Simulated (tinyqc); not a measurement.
# Double-gate transistor below threshold, two-dimensional Poisson equation on a small mesh: several studies

Half of a symmetric double-gate structure: row 0 is the mid-plane of the body, where the normal field vanishes. Mobile charge is neglected (subthreshold), the body is fully depleted, and potentials are counted from the intrinsic level; rows run upward to the gate, columns from source to drain.

Parameters, values chosen for the exercise; semiconductor permittivity close to that of germanium: temperature T = 273 K; relative permittivity of the semiconductor eps_r = 15.8; relative permittivity of the insulator eox = 3.9; half the body thickness tb = 6 nm; insulator thickness tox = 2.4 nm; channel length L = 54 nm; acceptor density of the depleted body Na = 0 cm^-3; potential of the source Vbi = 0.56 V; gate offset Vfb = 0.05 V; gate voltage Vg = 0 V; drain voltage Vd = 0.3 V.

Constants: q = 1.602176634e-19 C, kB = 1.380649e-23 J/K, Vt = kB T/q, eps0 = 8.8541878128e-14 F/cm where lengths are in cm. Results are converted to the units shown.

Each table varies one quantity; the others keep the values above.

## Effect of the channel length

Mesh: rows i = 0..12 in the semiconductor (step hs = tb/12, row 12 on the interface), then 8 step(s) ho = tox/8 up to the gate row 20; columns j = 0..80 (step hy = L/80). Box integration, divided by eps0: up_i = eps hy/h of the interval above row i, dn_i = that of the interval below (0 for row 0), lat_i = (sum of eps h/2 over the intervals above and below)/hy, s_i = -q Na w_i hy/eps0 with w_i the semiconductor height of the box (hs/2 for row 0 and the interface row, hs between, 0 in the insulator). Each free node obeys (up + dn + 2 lat) psi = up psi(above) + dn psi(below) + lat [psi(left) + psi(right)] + s. Fixed values: gate row Vg - Vfb; column 0 at Vbi and the last column at Vbi + Vd in the semiconductor, each running linearly to Vg - Vfb across the insulator. The system is solved directly. On row 0 the minimum of psi and its place come from a parabola through the three lowest nodes; barrier = Vbi - minimum, swing = Vt ln 10/(d psi/dVg), DIBL = (d psi/dVd)/(d psi/dVg) there. Lambda = pi/k with k the smallest positive root of tan(k tox) tan(k tb) = eox/eps_r.

Effect of the channel length:
```
L (nm)	L/Lambda	barrier (V)	place y/L	swing (mV/decade)	DIBL (mV/V)
24	0.8981	0.2395	0.4188	111.3	393.5
29	1.085	0.3259	0.4369	89.00	248.8
35	1.310	0.4066	0.4497	75.15	152.8
43	1.609	0.4815	0.4599	65.75	85.21
52	1.946	0.5339	0.4671	60.47	46.56
63	2.358	0.5701	0.4730	57.30	23.20
77	2.881	0.5924	0.4779	55.50	9.888
94	3.518	0.6035	0.4819	54.65	3.591
```

Read the table: what changes, and by how much?

As L goes from 24 to 94 nm, the barrier rises from 0.240 to 0.604 V, the swing falls from 111 to 54.7 mV a decade and DIBL falls from 394 to 3.59 mV/V; the ideal swing is 54.2. L/Lambda goes from 0.90 to 3.5. Between the last two rows DIBL decays with a length of 16.8 nm; 2 Lambda/pi is 17.0 nm.

## Refining the mesh

The mesh has 2 c steps in the semiconductor (rows from 0 up to the interface), c steps in the insulator and 8 c along the channel, each uniform. The system is solved directly; psi is read on row 0 at mid-channel.

Results:
```
c	unknowns	psi at mid-channel (V)	d psi/dVg
1	21	0.02570	0.9004
3	207	0.01971	0.9083
4	372	0.01938	0.9087
6	846	0.01915	0.9090
8	1512	0.01906	0.9091
12	3420	0.01900	0.9092
```

Estimate the missing row, c = 2.

Computed row:
```
c	unknowns	psi at mid-channel (V)	d psi/dVg
2	90	0.02066	0.9070
```

With this row back in the table: psi at mid-channel goes from 0.02570 V on the coarsest mesh to 0.01900 V on the finest, a difference of 6.7 mV. d psi/dVg changes by 0.0066 from c = 1 to 2, by 0.0017 from 2 to 4 and by 4.2e-4 from 4 to 8, a ratio of 4.0 between the last two, near the 4 of a second-order scheme.

## Effect of the insulator thickness

Same model as above.

Results:
```
tox (nm)	L/Lambda	barrier (V)	place y/L	swing (mV/decade)	DIBL (mV/V)
0.96	2.849	0.5903	0.4776	55.67	11.14
1.3	2.571	0.5802	0.4752	56.47	17.07
1.8	2.274	0.5636	0.4719	57.84	27.19
3.5	1.710	0.5025	0.4624	63.53	69.01
4.8	1.474	0.4572	0.4559	68.52	105.3
```

Estimate the missing row, tox = 2.5 nm.

Computed row:
```
tox (nm)	L/Lambda	barrier (V)	place y/L	swing (mV/decade)	DIBL (mV/V)
2.5	1.986	0.5387	0.4678	60.03	43.33
```

With this row back in the table: As tox goes from 0.96 to 4.8 nm, the barrier falls from 0.590 to 0.457 V, the swing rises from 55.7 to 68.5 mV a decade and DIBL rises from 11.1 to 105 mV/V; the ideal swing is 54.2. L/Lambda goes from 2.8 to 1.5.

Numbers from tinyqc (`OMP_NUM_THREADS=1 python tinyqc.py 2480109 2480110 out.jsonl`; about 0.2 s on one thread of a shared Intel Xeon 2.30GHz).
